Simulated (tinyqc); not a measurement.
Strength of the attraction: Bethe-Salpeter matrix of a two-band chain (Tamm-Dancoff form).

One valence and one conduction band, lattice period 1, mesh k = 2 pi j/N. Pair energies D(k) = Eg + 2 t sum(1 - cos k), t = tc + tv. Screened attraction W(R) = U at R = 0 and V/|R| otherwise, R over the N cells with the nearest image; W(q) = sum_R W(R) cos(q R). H(k, k') = D(k) delta - W(k - k')/Nk + 2 J/Nk for singlets (J = 0 for triplets), Nk the number of k points. With a constant transition dipole the strength of a state is f = (sum_k A_k)^2/Nk, and the f sum to 1.

Values chosen for the exercise: Eg = 4.7 eV (quasiparticle gap); tc = 0.3 eV (conduction hopping); tv = 0.18 eV (valence hopping); U = 1.76 eV (attraction in the same cell); V = 0.94 eV (attraction at one cell distance); fs = (0.1, 0.25, 0.5, 1, 1.5, 2, 3) (scale factors of U and V).

Triplets, N = 100; U and V scaled together, as weaker screening would do. f is the weight at R = 0. For V = 0 the infinite chain has binding sqrt(4 t^2 + U^2) - 2t and f = U/sqrt(4 t^2 + U^2), t = tc + tv.

Results:

| scale | U/t | binding (eV) | f | Eg - second level (eV) | contact formula (eV) |
|---|---|---|---|---|---|
| 0.10 | 0.37 | 0.0599 | 0.210 | 0.0046 | 0.0160 |
| 0.25 | 0.92 | 0.2080 | 0.353 | 0.0283 | 0.0960 |
| 0.50 | 1.83 | 0.5120 | 0.510 | 0.1089 | 0.3423 |
| 1.0 | 3.67 | 1.2209 | 0.703 | 0.3836 | 1.0448 |
| 1.5 | 5.50 | 1.9994 | 0.811 | 0.7458 | 1.8491 |
| 2.0 | 7.33 | 2.8145 | 0.873 | 1.1509 | 2.6886 |
| 3.0 | 11.00 | 4.4985 | 0.934 | 2.0189 | 4.4066 |

What does the comparison show?

The binding grows with exponent 1.36 between scales 0.1 and 0.25 and 1.16 over the last two rows (below 2 for a wide pair in a chain, where 1/|R| brings logarithms, 1 for a pair held in one cell). f rises from 0.210 to 0.934. On this mesh a second level lies below the gap from scale 0.1 on; in an infinite lattice the tail V/|R| binds a whole series at any scale. The tail V/|R| adds 0.092 eV to the contact value in the last row and 0.044 eV in the first.

Computed by tinyqc, a small Python program: `OMP_NUM_THREADS=1 python tinyqc.py 1250330 1250331 out.jsonl` (the numbers bound the seed that draws the inputs); one thread of a shared host (Intel(R) Xeon(R) Processor @ 2.30GHz), about 5 s for the whole set of steps.
